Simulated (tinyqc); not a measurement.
Worked calculation: k.p values derived from sp3s* tight binding at Gamma. Values are carried at full precision from step to step, so a last printed digit may differ when a step is redone from the rounded ones.

At Gamma the states are two-level mixtures: s-like S+ (upper) and S- (lower) from [[Esa, Vss], [Vss, Esc]], p-like P- (valence) and P+ from [[Epa, Vxx], [Vxx, Epc]], and the bare s* levels. With real k in 1/angstrom and kz = 0, the phase sums over the four bonds are g0 = 1 - (a k/4)^2/2, g1 = i a kx/4, g3 = -(a/4)^2 kx ky to second order. Each mixture is written (anion, cation) with the anion part positive. c = hbar^2/2m0. No spin-orbit coupling.

Constants: hbar^2/2m0 = 3.80998211 eV angstrom^2.

Inputs chosen for the exercise (near a published set for SiC, fitted to gaps, whose masses and valley positions are rough; not measured data): Esa = -8.527 eV (s level of the anion); Esc = -4.799 eV (s level of the cation); Epa = 2.141 eV (p level of the anion); Epc = 4.325 eV (p level of the cation); Vss = -12.536 eV (s-s); Vxx = 3.048 eV (px-px); a = 4.359 angstrom (lattice constant); Vsapc = 9.407 eV (s anion, p cation); Vscpa = 9.286 eV (s cation, p anion); Vxapc = 8.631 eV (s* anion, p cation); Vpaxc = 4.402 eV (p anion, s* cation); Exa = 9.573 eV (s* level of the anion); Exc = 9.304 eV (s* level of the cation); Vxy = 5.9 eV (px-py).

## States at Gamma

Solve the two blocks.

States:

| state | E (eV) | anion part | cation part |
|---|---|---|---|
| S- | -19.3368 | 0.75732 | 0.65304 |
| P- | -0.0047 | 0.81770 | -0.57564 |
| S+ | 6.0108 | 0.65304 | -0.75732 |
| P+ | 6.4707 | 0.57564 | 0.81770 |

## Linear terms and the Kane energy

<s state|dH/dkx|x state> = i P with P = (a/4)(sa pc Vsapc + sc pa Vscpa), sa, sc and pa, pc being the parts of the two states; for s* on the anion P = (a/4) pc Vxapc, on the cation (a/4) pa Vpaxc. Ep = P^2/c for S+ to P-.

Couplings:

| pair | P (eV angstrom) | E(first) - E(second) (eV) |
|---|---|---|
| S+ to P- | -10.1202 | 6.0155 |
| S+ to P+ | 1.0626 | -0.4599 |
| S- to P- | 0.9347 | -19.3321 |
| s*a to P- | -5.4143 | 9.5777 |
| s*c to P- | 3.9226 | 9.3087 |

Ep = 26.882 eV

The two terms of S+ to P- have the same sign and add: S+ and P- both change sign from anion to cation. An on-site momentum element between s and p, which real atoms have, is absent from this model.

## Electron mass

m0/m = [<S+|d2H/dkx^2|S+>/2 + sum P^2/(E(S+) - E(P))]/c over P- and P+, with the direct term -(a/4)^2 sa sc Vss.

parts of m0/m: direct -1.932, from P- 4.469, from P+ -0.644

mass = 0.5286 m0

The valence band supplies 236 % of m0/m; the direct term, which stands in for the free-electron 1, is -1.93. S+ is not the lowest valley of SiC; this is the mass of the Gamma level.

## Valence parameters L, M, N and the Luttinger values

Direct terms d0 = -(a/4)^2 pa pc Vxx, dN = -2 (a/4)^2 pa pc Vxy for P-. F = sum P^2/(E(P-) - E(s)) over S+, S-, s*a, s*c. The y state of P- couples to the z state of P+ through Q = (a/4) Vxy (pa p'c - pc p'a), primes for P+, and H1 = Q^2/(E(P-) - E(P+)). L = d0 + F, M = d0 + H1, N = dN + F + H1; g1 = -(L + 2M)/(3c), g2 = -(L - M)/(6c), g3 = -N/(6c).

d0, dN, F, Q, H1 (eV angstrom^2; Q in eV angstrom): 1.7038  6.5960  -21.6942  6.4295  -6.3840

L, M, N (eV angstrom^2): -19.990  -4.680  -21.482

g1, g2, g3: 2.568  0.670  0.940

Along [100] the masses without spin-orbit coupling are c/|L| = 0.191 (one band) and c/|M| = 0.814 (two bands).

## Checks

- Electron mass against a finite difference of the full bands: both 0.5286.
- L and M against finite differences along [100]: largest relative difference 2.5e-06.
- Lowest curvature along [111], (L + 2M + 2N)/3, against a finite difference: both -24.105.

Run: tinyqc, `OMP_NUM_THREADS=1 python tinyqc.py 1450746 1450747 out.jsonl`; Intel(R) Xeon(R) Processor @ 2.30GHz, one thread, shared host; about 0.01 s of CPU time with all checks.
